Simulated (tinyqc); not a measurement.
Bloch-Grueneisen resistivity of a metal: one step, computed by the program tinyqc. Command: `OMP_NUM_THREADS=1 python tinyqc.py 3004461 3004462 out.jsonl bg walk`. One thread of a shared host (Intel(R) Xeon(R) Processor @ 2.30GHz), about 0.01 s of CPU time with the checks.

Electrons scatter from a Debye spectrum of phonons (n = 5 for scattering within one band, n = 3 for scattering into a second, heavy band) and from static defects.

Problem. The integral and the phonon part. J_n(y) = int_0^y x^n e^x/(e^x - 1)^2 dx, by 96 Gauss-Legendre points (upper limit at most 60). rho_ph = (n - 1) rho_1 (T/Theta)^n J_n(Theta/T), with rho_1 = 2 pi lambda_tr k_B Theta/(hbar eps_0 w_p^2), the high-temperature line at T = Theta.

Inputs (values chosen for the exercise, modelled on nickel): exponent n = 5; Debye temperature Theta = 379 K; temperature T = 295 K.

Addition: saturation.

rho_1 = 10.07936 microohm cm

Give: Theta/T; J_n; phonon resistivity rho_ph.

Solution.

Theta/T = 1.285

J_n = 0.6223

phonon resistivity rho_ph = 7.168 microohm cm

This is 91.4 % of the straight line rho_1 T/Theta.
